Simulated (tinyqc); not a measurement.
# Solid solubility of a dopant against its melt (retrograde solidus), clustering and the electrically active fraction, step by step

A worked calculation. Computed by tinyqc, a small Python program that keeps every step. Command: `OMP_NUM_THREADS=1 python tinyqc.py 3005765 3005766 out.jsonl retro walk`. One thread of a shared host (Intel(R) Xeon(R) Processor @ 2.30GHz), about 0.01 s of CPU time with the checks. Intermediate numbers are printed to about 6 digits and carried at full precision; extremes and crossings named in words are read from the listed rows.

Inputs (values chosen for the exercise, of the order of those of gallium in silicon for the solubility):

| quantity | value | unit |
|---|---|---|
| melting point of the host T_m | 1687 | K |
| heat of melting of the host H_f | 50.2 | kJ/mol |
| interaction L of the melt | 2.8 | kJ/mol |
| enthalpy of transfer from melt to solid H | 0.639 | eV |
| entropy of transfer S | -0.43 | k_B |
| site density N0 | 5e+22 | 1/cm^3 |
| temperature T | 1630 | K |
| total dopant density N_t | 4.3e+20 | 1/cm^3 |
| atoms per cluster m | 2 | - |
| cluster scale N* at 1273 K | 2.5e+20 | 1/cm^3 |
| activation energy E_b of the cluster scale | 0.47 | eV |
| anneal temperature T_a | 1325 | K |
| prefactor of n_i | 3.93e+16 | 1/(cm^3 K^1.5) |
| energy E_i in n_i | 0.605 | eV |
| mobility mu | 50 | cm^2/(V s) |

Clustering: clusters that take up free electrons.

Constants: R = 8.314462618 J/(mol K); k_B = 8.617333262e-05 eV/K; e = 1.602176634e-19 C; N_A = 6.02214076e+23 1/mol.

## Liquidus and solidus at T

x_l and x_s are atom fractions of the dopant in melt and solid; the solid is dilute. Liquidus of the host: R T ln(1 - x_l) + L x_l^2 = -H_f (1 - T/T_m). Distribution: k = x_s/x_l = exp[L (1 - x_l)^2/(R T)] exp(S/k_B - H/(k_B T)), the first factor being the activity coefficient in the melt. Solubility = x_s N0; at T_m x_l = 0.

x_l = 0.120271

distribution coefficient k = 0.00807194

x_s = 9.70823e-04

solubility = 4.85411e+19 1/cm^3

k at the melting point = 0.00979460

k has changed by a factor 0.82 from its value at T_m, while x_l has grown from 0 to 0.120.

## The retrograde maximum

The largest x_s N0 between 900 K and T_m. For an ideal melt with constant heats the maximum has x_l = H_f/(H + H_f), H in the same units.

temperature of the maximum = 1459.03 K

largest solubility = 9.83523e+19 1/cm^3

x_l there = 0.455006

ideal-melt value H_f/(H + H_f) = 0.448799

The maximum lies 228 K below T_m: above it the melt runs out of dopant, below it k falls as exp(-H/(k_B T)).

## The solidus

The formulas are those given above.

Against temperature:

| T (K) | x_l | k | solubility (1/cm^3) | over the maximum |
|---|---|---|---|---|
| 1000 | 0.936326 | 0.00039213 | 1.83580e+19 | 0.186655 |
| 1100 | 0.883371 | 0.00077163 | 3.40817e+19 | 0.346527 |
| 1200 | 0.804905 | 0.00136210 | 5.48182e+19 | 0.557366 |
| 1300 | 0.696062 | 0.00222025 | 7.72715e+19 | 0.785661 |
| 1400 | 0.554037 | 0.00341768 | 9.46761e+19 | 0.962622 |
| 1500 | 0.380387 | 0.00505523 | 9.61472e+19 | 0.977579 |
| 1580 | 0.223550 | 0.00677360 | 7.57119e+19 | 0.769803 |
| 1640 | 0.099308 | 0.00835468 | 4.14845e+19 | 0.421795 |
| 1675 | 0.025441 | 0.00940904 | 1.19688e+19 | 0.121693 |

Between the first rows the Arrhenius energy of the solubility is 0.59 eV, against H = 0.639 eV; it shrinks to zero at 1459 K and turns negative beyond. A crystal saturated at the maximum precipitates dopant-rich liquid on cooling and on heating alike. Below a eutectic or compound temperature another phase would set the limit.

## Active fraction after the anneal

A highly soluble donor (another dopant than that of the solidus) is limited by clustering. Donors N_a are active, and clusters hold m atoms each: N_t = N_a + m C, m C = N* (N_a/N*)^m (n/N*)^m, each atom taking one electron, n = N_a/2 + sqrt(N_a^2/4 + n_i^2), n_i = prefactor x T^1.5 exp(-E_i/(k_B T)), with N*(T) = N*(1273 K) exp[-(E_b/k_B)(1/T - 1/1273)]. Resistivity = 1/(e mu N_a).

N*(T_a) = 2.95777e+20 1/cm^3

active density N_a = 2.58084e+20 1/cm^3

active fraction = 0.600195

resistivity = 0.483681 milliohm cm

Doubling the dose would raise N_a by only 32 %. Caution: this clustering law is a generic form; degeneracy and a doping-dependent mobility are left out.

## Active against total

A highly soluble donor (another dopant than that of the solidus) is limited by clustering. Donors N_a are active, and clusters hold m atoms each: N_t = N_a + m C, m C = N* (N_a/N*)^m (n/N*)^m, each atom taking one electron, n = N_a/2 + sqrt(N_a^2/4 + n_i^2), n_i = prefactor x T^1.5 exp(-E_i/(k_B T)), with N*(T) = N*(1273 K) exp[-(E_b/k_B)(1/T - 1/1273)].

Active density (1/cm^3):

| N_t (1/cm^3) | N_a at T_a | fraction | N_a at T_a + 150 K | N_a at T_a - 150 K |
|---|---|---|---|---|
| 1.00e+19 | 9.99905e+18 | 0.999905 | 9.99933e+18 | 9.99756e+18 |
| 3.00e+19 | 2.99629e+19 | 0.998763 | 2.99848e+19 | 2.98463e+19 |
| 1.00e+20 | 9.65740e+19 | 0.965740 | 9.88711e+19 | 8.84892e+19 |
| 2.00e+20 | 1.68586e+20 | 0.842930 | 1.86427e+20 | 1.35975e+20 |
| 5.00e+20 | 2.75816e+20 | 0.551631 | 3.44323e+20 | 2.00088e+20 |
| 1.00e+21 | 3.58777e+20 | 0.358777 | 4.68394e+20 | 2.51508e+20 |
| 2.00e+21 | 4.47587e+20 | 0.223794 | 5.97176e+20 | 3.08389e+20 |
| 5.00e+21 | 5.81415e+20 | 0.116283 | 7.86340e+20 | 3.96114e+20 |

The exponent d ln N_a/d ln N_t falls from 1.00 to 0.29, towards 1/(2m) = 0.250. At the highest dose a 150 K hotter anneal gives 1.35 times the active density, and a later step 150 K cooler would cut it to 0.68 if it ran to equilibrium: short hot anneals come last.

Checks made by the program: the ideal-melt maximum (relative difference 3e-08).
